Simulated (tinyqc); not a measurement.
Abrupt p-n junction, non-linear Poisson equation by Newton steps: two steps of the calculation.

One dimension, p side on the left, n side on the right; net doping C = -Na for x < 0 and +Nd for x > 0. The potential psi is counted from the intrinsic level, and the quasi-Fermi potentials are flat: 0 for holes and -V for electrons, so n = ni exp((psi + V)/Vt) and p = ni exp(-psi/Vt) (Boltzmann statistics, full ionisation, no current). Under reverse bias this makes the minority densities vanishingly small everywhere; they play no part in the charge.

Inputs (values chosen for the exercise); band and dielectric values close to those of In0.53Ga0.47As:
- T = 300 K (temperature)
- Eg = 0.726 eV (band gap)
- eps_r = 14.1 (relative permittivity)
- Nc = 2.11e17 cm^-3 (conduction-band density of states at T)
- Nv = 7.56e18 cm^-3 (valence-band density of states at T)
- Na = 3.5e16 cm^-3 (acceptor density of the p side)
- Nd = 9e17 cm^-3 (donor density of the n side)
- V = -1.3 V (bias of the p side against the n side)

Constants: q = 1.602176634e-19 C, kB = 1.380649e-23 J/K, Vt = kB T/q, eps0 = 8.8541878128e-14 F/cm where lengths are in cm. Results are converted to the units shown.

Task 1. Densities, residual and Jacobian diagonal. n_i = ni exp((psi_i + V)/Vt), p_i = ni exp(-psi_i/Vt), rho_i = p_i - n_i + C_i, g_i = (n_i + p_i)/Vt. Box widths w_i = (h_(i-1) + h_i)/2 in cm. Residual F_i = a_i (psi_(i+1) - psi_i) - a_(i-1) (psi_i - psi_(i-1)) + q rho_i w_i; Jacobian: a_(i-1) and a_i beside the diagonal, b_i = -a_(i-1) - a_i - q g_i w_i on it. The two end nodes are fixed.

| node | x (nm) | psi at the start (V) | net doping C (cm^-3) |
|---|---|---|---|
| 0 | -599 | -0.2702975 | -3.5e16 |
| 1 | -190 | -0.0581019 | -3.5e16 |
| 2 | -58.3 | 0.9064466 | -3.5e16 |
| 3 | -15.9 | 1.3827620 | -3.5e16 |
| 4 | -2.2 | 1.5539267 | -3.5e16 |
| 5 | 2.2 | 1.6077841 | 9e17 |
| 6 | 7.08 | 1.6445843 | 9e17 |
| 7 | 12.5 | 1.6542401 | 9e17 |
| 8 | 18.5 | 1.6542401 | 9e17 |
| 9 | 25.2 | 1.6542401 | 9e17 |
| 10 | 32.6 | 1.6542401 | 9e17 |
| 11 | 40.8 | 1.6542401 | 9e17 |
| 12 | 49.9 | 1.6542401 | 9e17 |

| interval | coupling a_i (F/cm^2) |
|---|---|
| 0 | 3.0524217e-8 |
| 1 | 9.4794266e-8 |
| 2 | 2.9444351e-7 |
| 3 | 9.1127042e-7 |
| 4 | 2.8373647e-6 |
| 5 | 2.5582797e-6 |
| 6 | 2.3033957e-6 |
| 7 | 2.0807341e-6 |
| 8 | 1.8633440e-6 |
| 9 | 1.6870817e-6 |
| 10 | 1.5224884e-6 |
| 11 | 1.3719126e-6 |

ni = 1.0075591e12 cm^-3

Give: n; p; residual F; diagonal b.

Result 1.

| node | n (cm^-3) | p (cm^-3) |
|---|---|---|
| 0 | 4.202e-15 | 3.500e16 |
| 1 | 1.542e-11 | 9.535e12 |
| 2 | 2.465e5 | 5.965e-4 |
| 3 | 2.475e13 | 5.941e-12 |
| 4 | 1.858e16 | 7.915e-15 |
| 5 | 1.492e17 | 9.856e-16 |
| 6 | 6.195e17 | 2.374e-16 |
| 7 | 9.000e17 | 1.634e-16 |
| 8 | 9.000e17 | 1.634e-16 |
| 9 | 9.000e17 | 1.634e-16 |
| 10 | 9.000e17 | 1.634e-16 |
| 11 | 9.000e17 | 1.634e-16 |
| 12 | 9.000e17 | 1.634e-16 |

| node | residual F (1e-8 C/cm^2) | diagonal b (F/cm^2) |
|---|---|---|
| 1 | -6.660 | -1.269e-7 |
| 2 | 0.000 | -3.892e-7 |
| 3 | -0.001 | -1.206e-6 |
| 4 | -1.093 | -3.853e-6 |
| 5 | -0.285 | -5.825e-6 |
| 6 | -4.876 | -6.839e-6 |
| 7 | -2.224 | -7.569e-6 |
| 8 | 0.000 | -7.486e-6 |
| 9 | 0.000 | -7.483e-6 |
| 10 | 0.000 | -7.560e-6 |
| 11 | 0.000 | -7.719e-6 |

Task 2. Check against the exact first integral and the depletion approximation. ni = sqrt(Nc Nv) exp(-Eg/(2 Vt)), Eg in volts. Exact first integral for an abrupt junction with thick neutral sides: psi_p = -Vt ln(Na/ni), psi_n = Vt ln(Nd/ni) - V, psi_j = (Nd psi_n + Na psi_p - Vt (Nd - Na))/(Na + Nd) at the junction, n_j = ni exp((psi_j + V)/Vt), p_j = ni exp(-psi_j/Vt), and E_j^2 = (2 q/(eps0 eps_r)) [Nd (psi_n - psi_j - Vt) + Vt (n_j + p_j)] (minority densities of the neutral sides neglected). Depletion approximation: Vbi = Vt ln(Na Nd/ni^2), W = sqrt(2 eps0 eps_r (Vbi - V)(1/Na + 1/Nd)/q), xp = W Nd/(Na + Nd), xn = W Na/(Na + Nd), peak field 2 (Vbi - V)/W, capacitance eps0 eps_r/W.

Find: psi_j; exact field at the junction; Vbi; W; peak field in the depletion approximation.

Result 2.

psi_j = 1.558 V
exact field at the junction = 127.8 kV/cm
Vbi = 0.6245 V
W = 298.4 nm
peak field in the depletion approximation = 129.0 kV/cm

Range of the model: The donor density exceeds a fifth of the band density of states, where Boltzmann statistics begin to fail.

Computed by the program tinyqc: `OMP_NUM_THREADS=1 python tinyqc.py 2000108 2000109 out.jsonl`, one thread of a shared Intel Xeon 2.30GHz, about 0.03 s for the whole run.
